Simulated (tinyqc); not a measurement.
Valley splitting of a silicon quantum well in envelope theory, step by step. Values are carried at full precision from step to step, so a last printed digit may differ when a step is redone from the rounded ones.

Constants: hbar^2/2m0 = 3.80998211 eV angstrom^2; kB = 8.617333262e-05 eV/K.

Values chosen for the exercise (near those of a strained Si well in SiGe; the results hold for these values, not for the real material):
- k0 = 0.839 2 pi/a (valley position)
- a = 5.431 angstrom (lattice constant)
- ml = 0.929 m0 (mass along z)
- F = 9.9 mV/nm (field pressing towards the upper interface)
- w = 1.3 angstrom (interface width parameter)
- L = 60 angstrom (well width)
- V0 = 0.16 eV (conduction offset)
- C0 = 0.242 (Bloch overlap factor)
- Yb = 0.23 (Ge share of the barrier)
- Yw = 0.02 (Ge share of the well)
- ad = 110 angstrom (dot radius)

## Wave number and lengths

q = 2 k0 (2 pi/a), its wavelength, the field length (c/(ml e F))^(1/3) with c = hbar^2/2m0 and 1 mV/nm = 1e-4 eV/angstrom, and the damping factor y/sinh(y), y = pi q w, of a step smoothed as 1/(1 + exp(z/w)).

q = 1.9413 1/angstrom
wavelength = 3.237 angstrom
field length = 16.1 angstrom
damping factor = 0.00571

## The envelope

The well lies at 0 < z < L; U(z) = V0 [1/(1 + exp(z/w)) + 1/(1 + exp((L - z)/w))] - e F z, 1 mV/nm = 1e-4 eV/angstrom. The envelope psi solves -(c/ml) psi'' + U psi = E psi, c = hbar^2/2m0, by three-point differences on a grid of 0.1 angstrom from -40 to L + 40 angstrom. The two valleys at +/- k0 couple through D = C0 times the integral of exp(-i q z) U(z) psi^2, q = 2 k0 (2 pi/a), and split by Ev = 2|D|.

Two lowest levels, mean position, and psi^2 at both interfaces.

levels (meV): [-26.54, 5.12]

<z> = 40.2 angstrom
psi^2 at z = 0 and L (1/angstrom): [0.000109, 0.00547]

The field makes psi^2 at the upper interface 50.3 times that at the lower one. The orbital spacing is 31.7 meV.

## Contributions to the coupling

Split D into the lower barrier, the upper barrier and the field term.

Parts of D (micro-eV):
```
part             real  imaginary   size
lower barrier   0.015     -0.002  0.016
upper barrier  -0.701      0.333  0.776
field term     -0.006      0.002  0.007
```

## Valley splitting and phase

The inter-valley coupling D is the sum of the complex parts; Ev = 2|D|, the valley phase is arg D, and kB T equals Ev at T = Ev/kB.

Ev = 1.54 micro-eV
phase = 2.69 rad
T = 0.018 K

The upper barrier gives the largest part.

## Alloy disorder

Random alloy: with Y(z) = Yw + (Yb - Yw) B(z), B the bracket in U, and in-plane density exp(-r^2/ad^2)/(pi ad^2), D gains a random complex part of variance sigma^2 = (C0^2/pi)(a^2 V0/(8 ad (Yb - Yw)))^2 (4/a) times the integral of psi^4 Y (1 - Y). Alone it gives a mean splitting sqrt(pi) sigma; together with the smooth part the rms splitting is 2 sqrt(|D|^2 + sigma^2).

Give the integral, sigma, the mean splitting from disorder alone and the rms total.

integral = 0.000532 1/angstrom
sigma = 69.0 micro-eV
sqrt(pi) sigma = 122.3 micro-eV
rms splitting = 138.1 micro-eV

|D|/sigma = 0.01: disorder dominates, so the splitting scatters from dot to dot down to zero.

## Checks

- Lowest level for sharp walls and no field against the square well, meV: both 8.2.
- Size of one barrier part in that case against C0 V0 psi(0)^2/sqrt(q^2 + 4 kappa^2), micro-eV: 28 against 29.

(tinyqc, `OMP_NUM_THREADS=1 python tinyqc.py 1280043 1280044 out.jsonl`, Intel(R) Xeon(R) Processor @ 2.30GHz, 1 thread, shared host, about 0.1 s.)
